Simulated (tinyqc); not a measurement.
Cluster expansion of a binary alloy: correlations, fit, cross-validation and ground states: one step, computed by the program tinyqc. Command: `OMP_NUM_THREADS=1 python tinyqc.py 3019468 3019469 out.jsonl clex walk`. One thread of a shared host (Intel(R) Xeon(R) Processor @ 2.30GHz), about 0.06 s of CPU time with the checks.

s = +1 for A and -1 for B. Energy per site E = J0 + J1 P(point) + sum over clusters of m V P, with P the mean product of spins; V > 0 on a pair favours unlike neighbours. Clusters per site m: pair 1 2, pair 2 2, pair 3 2, triplet 4; the triplet is two first-neighbour bonds at a right angle. Formation energies are counted from the line between pure A and pure B, which removes J0 and J1.

Question. The random alloy and its short-range order. Random alloy: P(pair) = p^2, P(triplet) = p^3, p = 1 - 2x, so H_mix = (p^2 - 1) sum m V(pairs) + (p^3 - p) m Vt; G_mix = H_mix + k_B T [x ln x + (1 - x) ln(1 - x)]. To first order in 1/T the Warren-Cowley parameter of shell 1 is alpha_1 = -(1 - p^2) V_eff/(k_B T), V_eff = V1 + (number of triplets on a first-neighbour bond) p Vt, that number being 4.

Inputs (values chosen for the exercise, for a model alloy): first-pair interaction V1 = 17.9 meV; second-pair interaction V2 = -6.9 meV; third-pair interaction V3 = 2.7 meV; triplet interaction Vt = -2.5 meV; temperature T = 760 K; fraction x of B = 0.62.

Lattice: square.

Constants: k_B = 8.617333262e-05 eV/K.

Give: mixing enthalpy H_mix; mixing free energy G_mix; alpha_1.

Answer.

mixing enthalpy H_mix = -28.08352 meV/site

mixing free energy G_mix = -71.57 meV/site

alpha_1 = -0.2921

alpha_1 < 0: unlike neighbours are preferred. Caution: so large an alpha_1 is beyond the first-order expansion.
